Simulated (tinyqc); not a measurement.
Stretching all distances: RHF, UHF, MP2, CISD and CCSD against full CI in the sto-6g basis, for H4, spin multiplicity 1. Computed by the program tinyqc with PySCF. All coordinates are multiplied by the scale. c0^2 is the weight of the RHF determinant in the lowest singlet FCI state (UHF is spin-contaminated and may lie near states of higher spin) and n(LUMO) the first natural occupation beyond the occupied space.

Geometry (angstrom):
```
atom,x,y,z
H,0.0000,0.0000,0.0000
H,0.0000,0.0000,0.7090
H,0.0000,0.0000,1.6070
H,0.0000,0.0000,2.3150
```

Full CI energy (hartree) and errors against it (kcal/mol):
```
scale,distance 1-2 (angstrom),E(FCI),RHF,UHF,MP2,CISD,CCSD,<S^2> UHF,c0^2,n(LUMO)
0.8500,0.6027,-2.106161,19.0221,19.0221,5.4727,0.0904,0.0052,0.0000,0.9858,0.0223
1.1700,0.8295,-2.237169,30.3557,30.3557,10.7407,0.4085,0.0280,0.0000,0.9668,0.0476
1.4900,1.0564,-2.180954,47.9178,47.9178,19.6202,1.5098,0.1013,0.0000,0.9288,0.0942
1.8100,1.2833,-2.089265,74.0072,58.8472,33.4612,4.5921,0.2259,0.7752,0.8603,0.1733
2.1300,1.5102,-2.008718,109.5831,46.1422,52.3663,11.3764,0.3080,1.3834,0.7576,0.2900
2.4500,1.7370,-1.952474,152.6271,28.6803,73.7151,22.7646,0.1749,1.7091,0.6361,0.4319
2.7700,1.9639,-1.918855,198.3831,15.5488,92.5110,33.8471,-0.2711,1.8670,0.5227,0.5738
```

What does the comparison show, and why?

UHF parts from RHF first at scale 1.81 of those listed, where <S^2> leaves zero. The weight c0^2 goes from 0.99 to 0.52 and n(LUMO) from 0.02 to 0.57: static correlation grows as the bonds break into open-shell fragments. The spread of the error along the curve, which distorts its shape, is CCSD 0.6, CISD 33.8, UHF 43.3, MP2 87.0, RHF 179.4 kcal/mol. Below FCI somewhere: CCSD, as non-variational methods may be.
